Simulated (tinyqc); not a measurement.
Exchange-split free-electron bands and tunnelling magnetoresistance: one step. Magnetoresistance. Four cases, with inputs chosen for the exercise.

Question. From the T, and from the Julliere formula with P_k and with P_eff.

Barrier: kappa = sqrt(mb phi/c), c = hbar^2/2m0. With a = k1/m, b = k2/m, w = kappa/mb, the transmission at normal incidence is T(k1, k2) = 4 a b w^2/[w^2 (a + b)^2 + (w^2 + a^2)(w^2 + b^2) sinh^2(kappa d)]. Parallel: G_P = T(up, up) + T(dn, dn); antiparallel: G_AP = 2 T(up, dn); TMR = (G_P - G_AP)/G_AP. Julliere: TMR = 2 P^2/(1 - P^2). Slonczewski factor: P_eff = P_k (w^2 - a_up a_dn)/(w^2 + a_up a_dn), P_k = (k_up - k_dn)/(k_up + k_dn).

Case 1.

Values chosen: m = 1.33 m0 (mass in the electrodes); mb = 0.74 m0 (mass in the barrier).

T: up-up 3.06824e-05, dn-dn 4.67074e-05, up-dn 3.78562e-05

k_up, k_dn (1/angstrom): 1.530473  1.122582

kappa = 0.317802 1/angstrom

Case 2.

Values chosen: m = 1.25 m0 (mass in the electrodes); mb = 0.86 m0 (mass in the barrier).

T: up-up 1.62335e-07, dn-dn 1.68007e-07, up-dn 1.65147e-07

k_up, k_dn (1/angstrom): 1.359692  0.815091

kappa = 0.699870 1/angstrom

Case 3.

Values chosen: m = 0.81 m0 (mass in the electrodes); mb = 0.76 m0 (mass in the barrier).

T: up-up 0.00318139, dn-dn 0.00673363, up-dn 0.00462187

k_up, k_dn (1/angstrom): 1.184100  0.370306

kappa = 0.428390 1/angstrom

Case 4.

Values chosen: m = 0.97 m0 (mass in the electrodes); mb = 0.68 m0 (mass in the barrier).

T: up-up 0.000312986, dn-dn 0.000474620, up-dn 0.000385413

k_up, k_dn (1/angstrom): 0.916603  0.529201

kappa = 0.324503 1/angstrom

Give: TMR from T; P_k; P_eff; Julliere with P_k; Julliere with P_eff.

Answer.

Case 1.

TMR from T = 2.22 %
P_k = 0.1537
P_eff = -0.1047
Julliere with P_k = 4.84 %
Julliere with P_eff = 2.22 %

The interface factor is -0.681: it reverses the sign of the tunnelling polarisation. The plain Julliere value lies 2.6 points above the result and the one with P_eff 0.00 points from it. Symmetry filtering in crystalline barriers, which gives far larger values, is outside this model.

Case 2.

TMR from T = 0.01 %
P_k = 0.2504
P_eff = -0.0086
Julliere with P_k = 13.38 %
Julliere with P_eff = 0.01 %

The interface factor is -0.034: it reverses the sign of the tunnelling polarisation. The plain Julliere value lies 13.4 points above the result and the one with P_eff 0.00 points from it. Symmetry filtering in crystalline barriers, which gives far larger values, is outside this model.

Case 3.

TMR from T = 7.26 %
P_k = 0.5235
P_eff = -0.1861
Julliere with P_k = 75.52 %
Julliere with P_eff = 7.18 %

The interface factor is -0.356: it reverses the sign of the tunnelling polarisation. The plain Julliere value lies 68.3 points above the result and the one with P_eff 0.08 points from it. Symmetry filtering in crystalline barriers, which gives far larger values, is outside this model.

Case 4.

TMR from T = 2.18 %
P_k = 0.2679
P_eff = -0.1038
Julliere with P_k = 15.47 %
Julliere with P_eff = 2.18 %

The interface factor is -0.387: it reverses the sign of the tunnelling polarisation. The plain Julliere value lies 13.3 points above the result and the one with P_eff 0.00 points from it. Symmetry filtering in crystalline barriers, which gives far larger values, is outside this model.

Computed by tinyqc, one run a case: `OMP_NUM_THREADS=1 python tinyqc.py N N+1 out.jsonl` with N = 1680163, 1680559, 1680769, 1681155; one thread of a shared Intel(R) Xeon(R) Processor @ 2.30GHz, about 0.01 s a run at most.
